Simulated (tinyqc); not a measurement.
Inside a calculation. Method: CID on RHF in the 6-311g basis, for H2, spin multiplicity 1. One step of it, computed by the program tinyqc.

Question. Integrals over molecular orbitals. (pq|rs) = sum C_ip C_jq C_kr C_ls (ij|kl), one index at a time.

coefficients C:
```
            MO1        MO2        MO3        MO4        MO5        MO6
1H 1s  0.169191   0.096646  -0.045822  -0.096458  -1.089064  -1.130451
1H 2s  0.305534   0.043299  -0.787998  -1.442464   1.677923   1.224450
1H 3s  0.153413   1.738589   0.875704   1.950648  -1.086103  -0.476961
2H 1s  0.169191  -0.096646  -0.045822   0.096458   1.089064  -1.130451
2H 2s  0.305534  -0.043299  -0.787998   1.442464  -1.677923   1.224450
2H 3s  0.153413  -1.738589   0.875704  -1.950648   1.086103  -0.476961
```

core Hamiltonian H = T + V (hartree), lower triangle:
```
           1H 1s      1H 2s      1H 3s      2H 1s      2H 2s      2H 3s
1H 1s  -0.383743
1H 2s  -0.918192  -0.971581
1H 3s  -0.623104  -0.803760  -0.780601
2H 1s  -0.387970  -0.564406  -0.492985  -0.383743
2H 2s  -0.564406  -0.756771  -0.694708  -0.918192  -0.971581
2H 3s  -0.492985  -0.694708  -0.715186  -0.623104  -0.803760  -0.780601
```

Two-electron integrals (ij|kl) in chemists' order, unique and non-zero (hartree):
```
(11|11) 1.393035   (21|11) 0.822971   (21|21) 0.509703   (22|11) 0.822904
(22|21) 0.543028   (22|22) 0.644106   (31|11) 0.411256   (31|21) 0.257757
(31|22) 0.279868   (31|31) 0.130794   (32|11) 0.543681   (32|21) 0.365771
(32|22) 0.452669   (32|31) 0.189803   (32|32) 0.325140   (33|11) 0.494021
(33|21) 0.340115   (33|22) 0.445993   (33|31) 0.178035   (33|32) 0.331779
(33|33) 0.361682   (41|11) 0.137735   (41|21) 0.088938   (41|22) 0.100738
(41|31) 0.045495   (41|32) 0.069241   (41|33) 0.065981   (41|41) 0.024274
(42|11) 0.223671   (42|21) 0.152530   (42|22) 0.191837   (42|31) 0.079440
(42|32) 0.137958   (42|33) 0.139984   (42|41) 0.046397   (42|42) 0.106414
(43|11) 0.169827   (43|21) 0.117204   (43|22) 0.152019   (43|31) 0.061330
(43|32) 0.111216   (43|33) 0.116003   (43|41) 0.035945   (43|42) 0.087516
(43|43) 0.073877   (44|11) 0.574242   (44|21) 0.401587   (44|22) 0.534085
(44|31) 0.211121   (44|32) 0.393935   (44|33) 0.413563   (44|41) 0.137735
(44|42) 0.360598   (44|43) 0.307461   (44|44) 1.393035   (51|11) 0.360598
(51|21) 0.225652   (51|22) 0.244325   (51|31) 0.114448   (51|32) 0.165515
(51|33) 0.155021   (51|41) 0.046397   (51|42) 0.082290   (51|43) 0.063332
(51|44) 0.223671   (51|51) 0.106414   (52|11) 0.444530   (52|21) 0.297866
(52|22) 0.364933   (52|31) 0.154331   (52|32) 0.260575   (52|33) 0.263114
(52|41) 0.069614   (52|42) 0.146592   (52|43) 0.119375   (52|44) 0.444530
(52|51) 0.146592   (52|52) 0.242114   (53|11) 0.352686   (53|21) 0.241327
(53|22) 0.310971   (53|31) 0.126013   (53|32) 0.228540   (53|33) 0.242765
(53|41) 0.058300   (53|42) 0.132679   (53|43) 0.111886   (53|44) 0.420942
(53|51) 0.120095   (53|52) 0.215717   (53|53) 0.203392   (54|11) 0.401587
(54|21) 0.279303   (54|22) 0.368647   (54|31) 0.146573   (54|32) 0.271973
(54|33) 0.287080   (54|41) 0.088938   (54|42) 0.225652   (54|43) 0.192935
(54|44) 0.822971   (54|51) 0.152530   (54|52) 0.297866   (54|53) 0.283751
(54|54) 0.509703   (55|11) 0.534085   (55|21) 0.368647   (55|22) 0.483678
(55|31) 0.193079   (55|32) 0.358437   (55|33) 0.385063   (55|41) 0.100738
(55|42) 0.244325   (55|43) 0.209897   (55|44) 0.822904   (55|51) 0.191837
(55|52) 0.364933   (55|53) 0.352771   (55|54) 0.543028   (55|55) 0.644106
(61|11) 0.307461   (61|21) 0.192935   (61|22) 0.209897   (61|31) 0.097936
(61|32) 0.142453   (61|33) 0.133748   (61|41) 0.035945   (61|42) 0.063332
(61|43) 0.048893   (61|44) 0.169827   (61|51) 0.087516   (61|52) 0.119375
(61|53) 0.097743   (61|54) 0.117204   (61|55) 0.152019   (61|61) 0.073877
(62|11) 0.420942   (62|21) 0.283751   (62|22) 0.352771   (62|31) 0.147347
(62|32) 0.254024   (62|33) 0.260329   (62|41) 0.058300   (62|42) 0.120095
(62|43) 0.097743   (62|44) 0.352686   (62|51) 0.132679   (62|52) 0.215717
(62|53) 0.192164   (62|54) 0.241327   (62|55) 0.310971   (62|61) 0.111886
(62|62) 0.203392   (63|11) 0.403931   (63|21) 0.278735   (63|22) 0.367807
(63|31) 0.146038   (63|32) 0.274770   (63|33) 0.302191   (63|41) 0.059223
(63|42) 0.131791   (63|43) 0.111167   (63|44) 0.403931   (63|51) 0.131791
(63|52) 0.234350   (63|53) 0.222799   (63|54) 0.278735   (63|55) 0.367807
(63|61) 0.111167   (63|62) 0.222799   (63|63) 0.265668   (64|11) 0.211121
(64|21) 0.146573   (64|22) 0.193079   (64|31) 0.076880   (64|32) 0.142499
(64|33) 0.150764   (64|41) 0.045495   (64|42) 0.114448   (64|43) 0.097936
(64|44) 0.411256   (64|51) 0.079440   (64|52) 0.154331   (64|53) 0.147347
(64|54) 0.257757   (64|55) 0.279868   (64|61) 0.061330   (64|62) 0.126013
(64|63) 0.146038   (64|64) 0.130794   (65|11) 0.393935   (65|21) 0.271973
(65|22) 0.358437   (65|31) 0.142499   (65|32) 0.267032   (65|33) 0.290895
(65|41) 0.069241   (65|42) 0.165515   (65|43) 0.142453   (65|44) 0.543681
(65|51) 0.137958   (65|52) 0.260575   (65|53) 0.254024   (65|54) 0.365771
(65|55) 0.452669   (65|61) 0.111216   (65|62) 0.228540   (65|63) 0.274770
(65|64) 0.189803   (65|65) 0.325140   (66|11) 0.413563   (66|21) 0.287080
(66|22) 0.385063   (66|31) 0.150764   (66|32) 0.290895   (66|33) 0.327691
(66|41) 0.065981   (66|42) 0.155021   (66|43) 0.133748   (66|44) 0.494021
(66|51) 0.139984   (66|52) 0.263114   (66|53) 0.260329   (66|54) 0.340115
(66|55) 0.445993   (66|61) 0.116003   (66|62) 0.242765   (66|63) 0.302191
(66|64) 0.178035   (66|65) 0.331779   (66|66) 0.361682
```

Give: one-electron integrals over orbitals h = C^T H C; Two-electron integrals over orbitals.

Answer.

one-electron integrals over orbitals h = C^T H C (hartree), lower triangle:
```
        1       2       3       4      5      6
1  -1.141
2   0.000  -0.522
3   0.125   0.000  -0.343
4   0.000   0.208   0.000  -0.263
5   0.000   0.028   0.000  -0.209  1.411
6   0.072   0.000  -0.149   0.000  0.000  1.467
```

Two-electron integrals over orbitals (pq|rs), unique and non-zero (hartree):
```
(11|11) 0.593       (21|21) 0.064       (22|11) 0.363       (22|22) 0.310
(31|11) -0.125      (31|22) -0.034      (31|31) 0.054       (32|21) 0.018
(32|32) 0.033       (33|11) 0.359       (33|22) 0.278       (33|31) -0.038
(33|33) 0.282       (41|21) -0.072      (41|32) 2.82e-03    (41|41) 0.100
(42|11) -0.140      (42|22) -0.055      (42|31) 0.046       (42|33) -0.050
(42|42) 0.062       (43|21) 0.044       (43|32) 0.016       (43|41) -0.048
(43|43) 0.037       (44|11) 0.472       (44|22) 0.333       (44|31) -0.082
(44|33) 0.309       (44|42) -0.103      (44|44) 0.410       (51|21) -0.029
(51|32) 0.018       (51|41) 0.058       (51|43) -0.029      (51|51) 0.081
(52|11) -0.028      (52|22) 0.008       (52|31) 0.024       (52|33) -4.03e-03
(52|42) 0.009       (52|44) -0.016      (52|52) 0.026       (53|21) 0.033
(53|32) -0.005      (53|41) -0.050      (53|43) 0.023       (53|51) -0.044
(53|53) 0.032       (54|11) 0.134       (54|22) 0.034       (54|31) -0.059
(54|33) 0.045       (54|42) -0.050      (54|44) 0.091       (54|52) -0.039
(54|54) 0.087       (55|11) 0.623       (55|22) 0.375       (55|31) -0.146
(55|33) 0.365       (55|42) -0.157      (55|44) 0.507       (55|52) -0.059
(55|54) 0.193       (55|55) 0.754       (61|11) -0.072      (61|22) -0.016
(61|31) 0.042       (61|33) -0.020      (61|42) 0.030       (61|44) -0.056
(61|52) 0.037       (61|54) -0.071      (61|55) -0.143      (61|61) 0.075
(62|21) -0.007      (62|32) 0.005       (62|41) 0.017       (62|43) -0.012
(62|51) 0.033       (62|53) -0.015      (62|62) 0.016       (63|11) 0.096
(63|22) 0.036       (63|31) -0.037      (63|33) 0.034       (63|42) -0.037
(63|44) 0.069       (63|52) -0.018      (63|54) 0.050       (63|55) 0.132
(63|61) -0.040      (63|63) 0.034       (64|21) 0.021       (64|32) -0.019
(64|41) -0.045      (64|43) 0.019       (64|51) -0.062      (64|53) 0.035
(64|62) -0.026      (64|64) 0.053       (65|21) 0.103       (65|32) -1.69e-03
(65|41) -0.145      (65|43) 0.078       (65|51) -0.127      (65|53) 0.090
(65|62) -0.046      (65|64) 0.099       (65|65) 0.278       (66|11) 0.608
(66|22) 0.362       (66|31) -0.136      (66|33) 0.361       (66|42) -0.149
(66|44) 0.488       (66|52) -0.054      (66|54) 0.178       (66|55) 0.713
(66|61) -0.120      (66|63) 0.120       (66|66) 0.687
```
